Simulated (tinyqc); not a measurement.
From results back to parameters: exchange-split free-electron bands and tunnelling magnetoresistance. Two cases, with inputs chosen for the exercise.

Problem. The electron density n_up + n_dn and the polarisation of the density of states, P = (k_up - k_dn)/(k_up + k_dn), are given; EF and Dx are hidden.

Majority and minority bands E = c k^2/m -/+ Dx/2, c = hbar^2/2m0, so k_up = sqrt(m (EF + Dx/2)/c), k_dn = sqrt(m (EF - Dx/2)/c); n_s = k_s^3/(6 pi^2), D_s = m k_s/(4 pi^2 c).

Constants: hbar^2/2m0 = 3.80998211 eV angstrom^2.

Case 1.

Values chosen: m = 1.19 m0 (mass in the electrodes).
n = 0.0768196 1/angstrom^3
P = 0.120784

Case 2.

Values chosen: m = 1.08 m0 (mass in the electrodes).
n = 0.0509828 1/angstrom^3
P = 0.267242

Find: k_up, k_dn; EF; Dx.

Solution. k_dn/k_up = (1 - P)/(1 + P); n then fixes k_up; EF is the mean and Dx the difference of the two kinetic energies.

Case 1.

k_up, k_dn (1/angstrom): 1.4531  1.1399

EF = 5.46 eV
Dx = 2.60 eV

Case 2.

k_up, k_dn (1/angstrom): 1.3626  0.7879

EF = 4.37 eV
Dx = 4.36 eV

Computed by tinyqc, one run a case: `OMP_NUM_THREADS=1 python tinyqc.py N N+1 out.jsonl` with N = 1682288, 1682416; one thread of a shared Intel(R) Xeon(R) Processor @ 2.30GHz, about 0.01 s a run at most.
